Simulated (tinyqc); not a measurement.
Band-to-band tunnelling in a uniform field: complex band structure along [001] in sp3s* tight binding.

For k = (0, 0, kz) the phase sums are g0 = cos(phi) and g3 = i sin(phi), phi = kz a/4, and the s, pz, s* orbitals of anion (a) and cation (c) decouple from px, py. With z = exp(i phi), H(z) = H0 + z T + T^T/z for any complex z. H0 is diagonal (Esa, Epa, Exa, Esc, Epc, Exc). The anion-cation block is B(z) = z U + W/z and the cation-anion block z W^T + U^T/z, where U has Vss/2 (s,s), Vsapc/2 (s,z), -Vscpa/2 (z,s), Vxx/2 (z,z), Vxapc/2 (s*,z), -Vpaxc/2 (z,s*), and W has the same values with the s-z and s*-z signs reversed. |z| = 1 is a band state, |z| < 1 decays along [001] as exp(-kappa d) over a distance d, kappa = -(4/a) ln|z|. No spin-orbit coupling.

Constants: hbar^2/2m0 = 3.80998211 eV angstrom^2.

Values chosen for the exercise (out of a larger set: near a published set for InP, fitted to gaps, whose masses and valley positions are rough (light masses up to twice too heavy); not measured data): p = (-8.515, 0.874, -1.473, 4.018, 8.277, 7.018, -5.394, 1.892, 4.211, 2.218, 5.626, 3.489, 4.476) eV (order Esa, Epa, Esc, Epc, Exa, Exc, Vss, Vxx, Vxy, Vsapc, Vscpa, Vxapc, Vpaxc); a = 5.865 angstrom (lattice constant).

Ev = -0.01385 eV
EG (direct gap) = 1.46133 eV

masses of this model, from the curvature at Gamma (m0): m_lh 0.09704, m_e 0.12680

WKB at zero transverse momentum: T = exp(-2 I/(eF)), I = integral of kappa dE across the direct gap (8 Gauss-Legendre points in theta, E = EG sin^2 theta, 0 to pi/2); 1 MV/cm = 0.01 V/angstrom. The two-band form gives I = (pi/8) sqrt(m/c) EG^(3/2) with m = 2 m_lh m_e/(m_lh + m_e).

Tunnelling:
```
F (MV/cm)  path EG/eF (angstrom)  exponent 2I/eF  T, tight binding  T, two-band
0.50                       292.3          46.850          4.50e-21     3.38e-21
0.75                       194.8          31.233          2.73e-14     2.25e-14
1.00                       146.1          23.425          6.71e-11     5.81e-11
1.50                        97.4          15.617          1.65e-07     1.50e-07
2.00                        73.1          11.712          8.19e-06     7.62e-06
3.00                        48.7           7.808          0.000406     0.000387
4.00                        36.5           5.856           0.00286      0.00276
```

I, tight binding = 0.117125 eV/angstrom
I, two-band = 0.117841 eV/angstrom

The two-band integral is +0.61 % from the tight-binding one, which makes the two-band T 0.751 times the other at 0.5 MV/cm and 0.9648 times at 4 MV/cm. Doubling the field from 1 to 2 MV/cm halves the exponent and raises T by a factor 1.22e+05.

tinyqc: `OMP_NUM_THREADS=1 python tinyqc.py 1480020 1480021 out.jsonl`; about 0.02 s, one thread, shared Intel(R) Xeon(R) Processor @ 2.30GHz.
